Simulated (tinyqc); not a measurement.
Sheet resistance of a shallow doped layer with concentration-dependent mobility and limited activation. Anneal temperature at a frozen profile. Computed by tinyqc, a small Python program. Command: `OMP_NUM_THREADS=1 python tinyqc.py 3025240 3025241 out.jsonl irvin sweep`. One thread of a shared host (Intel(R) Xeon(R) Processor @ 2.30GHz), about 0.03 s of CPU time with the checks.

A layer of one dopant lies in a background of the opposite type. Current flows parallel to the surface down to the junction; depletion is ignored.

Inputs (values chosen for the exercise, modelled on phosphorus in silicon): surface concentration C_s = 2.2e+21 1/cm^3; length l = 180 nm; background C_B = 5.3e+17 1/cm^3; mobility floor mu_min = 68.1 cm^2/(V s); mobility mu_max = 1400 cm^2/(V s); reference density N_r = 9.28e+16 1/cm^3; exponent alpha = 0.722; prefactor of the active limit = 1e+22 1/cm^3; energy of the active limit = 0.326 eV.

Profile: Gaussian.

Constants: k_B = 8.617333262e-05 eV/K; e = 1.602176634e-19 C.

Method:
- C(x) = C_s exp(-x^2/(2 l^2)).
- Temperatures in kelvin are T(C) + 273.15.
- Active limit C_a = prefactor x exp(-energy/(k_B T)); the junction lies where C = C_B, and the profile exceeds C_a down to x_a (zero if C_s is below C_a). Slope at the junction in nm per decade = ln(10) C/|dC/dx|.
- Active density N = min(C, C_a); carriers n = N - C_B; mobility mu = mu_min + (mu_max - mu_min)/(1 + ((N + C_B)/N_r)^alpha).
- Integrals from 0 to x_j, where C = C_B (Gauss-Legendre, 60 points on each smooth piece; 1 nm = 1e-7 cm): dose int C dx, carriers int n dx, mean mobility int n mu dx/int n dx, R_s = 1/(e int n mu dx).

One run for each value:
```
anneal temperature T (C)  sheet resistance R_s (ohm/square)  carriers per dopant atom  active limit C_a (1/cm^3)
650                                                   10.52                    0.1591                  1.661e+20
700                                                    8.90                    0.1905                  2.050e+20
800                                                    6.68                    0.2583                  2.945e+20
850                                                    5.90                    0.2939                  3.445e+20
900                                                    5.28                    0.3303                  3.977e+20
950                                                    4.77                    0.3672                  4.537e+20
1000                                                   4.35                    0.4042                  5.123e+20
1050                                                   4.00                    0.4411                  5.732e+20
1100                                                   3.70                    0.4778                  6.361e+20
1150                                                   3.45                    0.5140                  7.007e+20
```

Over the rows, sheet resistance R_s (ohm/square) falls from 10.5 to 3.45; carriers per dopant atom rises from 0.159 to 0.514; active limit C_a (1/cm^3) rises from 1.66e20 to 7.01e20. A hotter anneal raises the active limit, which stays below C_s in every row.

Caution (rows 700, 800, 850, 900, 950, 1000, 1050, 1100, 1150): above about 2e20 per cm^3 measured mobilities fall further than this form.
